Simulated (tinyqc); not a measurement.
Capacitance measurement on a leaky thin oxide: effects of series resistance and leakage: one step of the calculation.

The device is a capacitance C in parallel with a leakage conductance G, in series with Rs and Ls. An impedance meter reports either a parallel pair (Cp, Gp) from Y = 1/Z = Gp + i w Cp or a series pair (Cs, Rm) from Z = Rm + 1/(i w Cs); w = 2 pi f, dissipation D = Gp/(w |Cp|).

Question. True capacitance and conductance. EOT = 3.9 tox/eox; CET = EOT + zc + zp; C = 3.9 eps0 A/CET; G = Jg A/Vs.

Parameters, values chosen for the exercise; values of the order met in thin-oxide MOS capacitors:
- eox = 3.9 (relative permittivity of the gate insulator (close to silicon dioxide))
- tox = 1.2 nm (insulator thickness)
- A = 2500 um^2 (gate area)
- zc = 0.55 nm (oxide-equivalent thickness added by the accumulation layer)
- zp = 0 nm (oxide-equivalent thickness added by gate depletion)
- Jg = 0.59 A/cm^2 (gate leakage current density, not matched to the thickness)
- Vs = 0.27 V (voltage for an e-fold rise of the leakage)

Constants: eps0 = 8.8541878128e-14 F/cm where lengths are in cm. Results are converted to the units shown.

Wanted: EOT; CET; C; G.

Answer.

EOT = 1.2000 nm
CET = 1.7500 nm
C = 49.330 pF
G = 54.630 uS

Program tinyqc, `OMP_NUM_THREADS=1 python tinyqc.py 2022023 2022024 out.jsonl`; Intel Xeon 2.30GHz, shared host, one thread, about 0.01 s.
